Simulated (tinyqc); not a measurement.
## One-sided p+-n junction, ionisation integral and breakdown: effect of the drift doping

A p+ layer at x < 0 and an n drift layer from x = 0. Depletion approximation, built-in voltage neglected. Local ionisation coefficients alpha_n = an exp(-(bn/E)^mx), alpha_p = ap exp(-(bp/E)^mx). Electrons move towards +x, holes towards x = 0.

W = sqrt(2 eps0 eps_r V/(q N)), peak field E0 = q N W/(eps0 eps_r), falling linearly to 0 at W. G(x) = integral from 0 to x of (alpha_n - alpha_p); I_n = integral of alpha_n exp(-G) (electrons injected at x = 0), I_p = integral of alpha_p exp(G(end) - G) (holes injected at the far edge); M = 1/(1 - I). Integrals on a fine grid; BV is where I_n = 1. Specific on-resistance Ron = W/(q mu N) with constant mobility and full ionisation.

Values chosen for this exercise; material values close to those of 4H silicon carbide: relative permittivity eps_r = 9.63; prefactor of the electron ionisation coefficient an = 1.72e8 1/cm; field constant for electrons bn = 3.25e7 V/cm; prefactor of the hole ionisation coefficient ap = 3.49e8 1/cm; field constant for holes bp = 2.4e7 V/cm; exponent mx = 1; electron mobility of the drift layer mu = 921 cm^2/(V s).

Constants: q = 1.602176634e-19 C, eps0 = 8.8541878128e-14 F/cm where lengths are in cm. Results are converted to the units shown.

Effect of the drift doping:
```
N (cm^-3)  BV (V)  E0 at BV (kV/cm)  W at BV (um)  Ron (mohm cm^2)  BV^2/Ron (MW/cm^2)  eps0 eps_r mu E0^3/4 (MW/cm^2)
1.1e15     1.17e4            2.20e3           106             65.5              2.08e3                          2.08e3
2.1e15     6.74e3            2.31e3          58.5             18.9              2.41e3                          2.41e3
4e15       3.92e3            2.43e3          32.3             5.47              2.80e3                          2.80e3
7.7e15     2.26e3            2.56e3          17.7             1.56              3.29e3                          3.29e3
1.5e16     1.30e3            2.71e3          9.62            0.434              3.91e3                          3.91e3
2.8e16        781            2.87e3          5.45            0.132              4.62e3                          4.62e3
5.4e16        458            3.05e3          3.00           0.0377              5.56e3                          5.56e3
1e17          279            3.24e3          1.72           0.0117              6.68e3                          6.68e3
```

What does the table show?

BV falls from 11700 to 279 V while the critical field rises from 2200 to 3240 kV/cm. BV goes as N^(-0.85) between the first two rows and N^(-0.80) between the last two (a coefficient proportional to E^7 gives -0.75 without punch-through). Ron goes as BV^(2.31) over the table; the last two columns agree since BV = E0 W/2 and N = eps0 eps_r E0/(q W).

Numbers from tinyqc (`OMP_NUM_THREADS=1 python tinyqc.py 2120065 2120066 out.jsonl`; about 0.06 s on one thread of a shared Intel Xeon 2.30GHz).
